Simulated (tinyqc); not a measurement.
From results back to parameters: two-dimensional electron gas with Rashba and Dresselhaus coupling. Five cases, with inputs chosen for the exercise.

Problem. For pure Rashba coupling above the band crossing, k_outer - k_inner = al m/c with c = hbar^2/2m0, and each branch holds k^2/(4 pi) electrons per area. Beating of Shubnikov-de Haas oscillations gives the two densities; those below come from a hidden al (1e11/cm^2 = 1e-5/angstrom^2).

Constants: hbar^2/2m0 = 3.80998211 eV angstrom^2.

Case 1.

Values chosen (out of a larger set: of the size met in GaAs; not measured data): m = 0.0678 m0 (mass).

densities (1e11/cm^2): outer 7.630418, inner 7.369582

Case 2.

Values chosen (out of a larger set: of the size met in InSb; not measured data): m = 0.0148 m0 (mass).

densities (1e11/cm^2): outer 1.290944, inner 1.009056

Case 3.

Values chosen (out of a larger set: of the size met in GaAs; not measured data): m = 0.0695 m0 (mass).

densities (1e11/cm^2): outer 2.094265, inner 2.005735

Case 4.

Values chosen (out of a larger set: of the size met in InGaAs; not measured data): m = 0.0388 m0 (mass).

densities (1e11/cm^2): outer 8.641857, inner 7.358143

Case 5.

Values chosen (out of a larger set: of the size met in GaN; not measured data): m = 0.2057 m0 (mass).

densities (1e11/cm^2): outer 3.413466, inner 3.286534

Find: k_outer, k_inner; al.

Solution. k = sqrt(4 pi n) for each branch, and al = c (k_outer - k_inner)/m.

Case 1.

k_outer, k_inner (1/angstrom): 0.03097  0.03043

al = 0.0300 eV angstrom

Case 2.

k_outer, k_inner (1/angstrom): 0.01274  0.01126

al = 0.380 eV angstrom

Case 3.

k_outer, k_inner (1/angstrom): 0.01622  0.01588

al = 0.0190 eV angstrom

Case 4.

k_outer, k_inner (1/angstrom): 0.03295  0.03041

al = 0.250 eV angstrom

Case 5.

k_outer, k_inner (1/angstrom): 0.02071  0.02032

al = 0.00720 eV angstrom

Computed by tinyqc, one run a case: `OMP_NUM_THREADS=1 python tinyqc.py N N+1 out.jsonl` with N = 1451979, 1452010, 1452099, 1452106, 1452152; one thread of a shared Intel(R) Xeon(R) Processor @ 2.30GHz, about 0.01 s a run at most.
